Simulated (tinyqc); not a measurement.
# From one set of inputs to another, one input at a time

Model: vacuum evaporation: vapour pressure, source flux, thickness distribution, purity and step coverage. Computed by tinyqc, a small Python program. Command: `OMP_NUM_THREADS=1 python tinyqc.py 3111435 3111436 out.jsonl evap ladder`. One thread of a shared host (Intel(R) Xeon(R) Processor @ 2.30GHz), about 0.02 s of CPU time with the checks.

Molecular flow, unit sticking of the metal, no re-evaporation. The background gas is taken as water vapour (18.015 g/mol, collision diameter 0.37 nm) at 300 K.

The inputs printed are set A. Set A is modelled on gold, with constants for the liquid; the values taken over come from a set modelled on silver, with constants for the liquid. Inputs not listed in the table keep their values of set A, so the rows need not describe a real material.

Inputs (values chosen for the exercise, modelled on gold, with constants for the liquid): molar mass M = 196.97 g/mol; film density rho = 19.3 g/cm^3; vapour-pressure constant A = 10.79; vapour-pressure constant B = 18110 K; source temperature T = 1700 K; source area = 0.1 cm^2; directionality n = 3; source-to-wafer distance h = 51 cm; wafer radius R = 10 cm; source offset from the axis s/h = 0.33; background pressure p = 3e-05 Pa; sticking of background gas = 0.5.

Constants: u = 1.6605390666e-27 kg; k_B = 1.380649e-23 J/K; R = 8.314462618 J/(mol K).

Method:
- log10(p_v/Pa) = A - B/T; flux from the surface Phi = p_v/sqrt(2 pi m k_B T), m = M u.
- Mass loss = Phi x area x m; heat of evaporation = ln(10) R B; d ln Phi/dT = ln(10) B/T^2 - 1/(2 T).
- A small source emits (n + 1) Phi area cos^n(phi)/(2 pi) per solid angle; on a parallel plane at height h and lateral distance l the arrival rate is (n + 1) Phi area/(2 pi h^2) x (1 + (l/h)^2)^(-(n + 3)/2). Growth rate = arrival rate x m/rho, m = M u. The wafer is fixed and centred above the source.
- Rotating wafer, source offset by s and facing upwards: thickness at radius r is the mean over the angle a of (1 + (r^2 + s^2 - 2 r s cos a)/h^2)^(-(n + 3)/2), by 360 equal steps; non-uniformity (max - min)/(max + min) over 21 radii from 0 to R.
- Mean free path lambda = k_B T_g/(sqrt2 pi d^2 p); unscattered share exp(-h/lambda); gas arrival p/sqrt(2 pi m_g k_B T_g); impurity ratio = sticking x gas arrival/metal arrival; monolayer time = 1e15 cm^-2/(sticking x gas arrival).

Each row keeps all changes above it:
```
input moved                       from     to  non-uniformity (max - min)/(max + min) (%)  impurity ratio  non-uniformity, rotating (%)
set A                                -      -                                        5.65       3.518e+00                         3.194
source-to-wafer distance h (cm)     51     44                                        7.54       2.619e+00                         4.305
source area (cm^2)                 0.1    1.9                                        7.54       1.378e-01                         4.305
wafer radius R (cm)                 10     15                                       16.34       1.378e-01                         9.794
directionality n                     3      1                                       10.95       2.757e-01                         7.380
source temperature T (K)          1700   1290                                       10.95       5.838e+02                         7.380
vapour-pressure constant B (K)   18110  13790                                       10.95       2.615e-01                         7.380
source offset from the axis s/h   0.33   0.61                                       10.95       2.615e-01                         2.032
```

Where does the difference come from?

Non-uniformity (max - min)/(max + min) goes from 5.65 to 11.0, a factor 1.94 in all. The largest single move comes from wafer radius R (a factor 2.17), and directionality n works against it (a factor 0.670). Impurity ratio goes from 3.52 to 0.261, a factor 0.0743 in all. The largest single move comes from vapour-pressure constant B (a factor 4.48e-4), and source temperature T works against it (a factor 2120). non-uniformity, rotating goes from 3.19 to 2.03, a factor 0.636 in all. The largest single move comes from source offset from the axis s/h (a factor 0.275), and wafer radius R works against it (a factor 2.28). The single moves hold for this order of the switches; the total does not depend on the order.

Caution (rows set A, source-to-wafer distance h, source temperature T): more gas than metal sticks, so a compound rather than a metal film would grow.

Extremes, crossings and ranges named in words are read from the listed rows.
